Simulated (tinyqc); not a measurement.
Gate voltage for a given inversion charge.

Question. p-type body, charge-sheet picture, depletion and inversion only, full ionisation (an idealisation for deep acceptors), Boltzmann statistics (rough once Na exp(x - xn) passes about Nc/7). In units of Vt: xg = (Vg - Vfb)/Vt, x = psi/Vt, G = gamma/sqrt(Vt), xn = (2 phiF + Vc)/Vt. The implicit equation is (xg - x)^2 = G^2 [x - 1 + exp(x - xn)] for x above about 3. Cox = eps0 eox/tox. ni = sqrt(Nc Nv) exp(-Eg/(2 Vt)), Eg in volts; phiF = Vt ln(Na/ni); gamma = sqrt(2 q eps0 eps_r Na)/Cox. N_inv = (Cox Vt G/q) [sqrt(x - 1 + exp(x - xn)) - sqrt(x - 1)]. Find x - xn, psi and Vg.

Values chosen for this exercise; band and dielectric values close to those of silicon: temperature T = 400 K; band gap Eg = 1.13 eV; relative permittivity eps_r = 11.6; conduction-band density of states at T Nc = 4.26e19 cm^-3; valence-band density of states at T Nv = 4.08e19 cm^-3; relative permittivity of the gate insulator (close to silicon dioxide) eox = 3.9; insulator thickness tox = 1.8 nm; acceptor density Na = 1e17 cm^-3; flat-band voltage Vfb = -0.94 V; channel-body voltage Vc = 1 V.

Constants: q = 1.602176634e-19 C, kB = 1.380649e-23 J/K, Vt = kB T/q, eps0 = 8.8541878128e-14 F/cm where lengths are in cm. Results are converted to the units shown.

N_inv = 4e10 cm^-2

Answer. N_inv rises steadily with x, so it fixes x; the implicit equation then gives xg directly.

x - xn = 1.00
psi = 1.75 V
Vg = 0.936 V

tinyqc, about 0.01 s, one thread, Intel Xeon 2.30GHz (shared host): `OMP_NUM_THREADS=1 python tinyqc.py 2122053 2122054 out.jsonl`
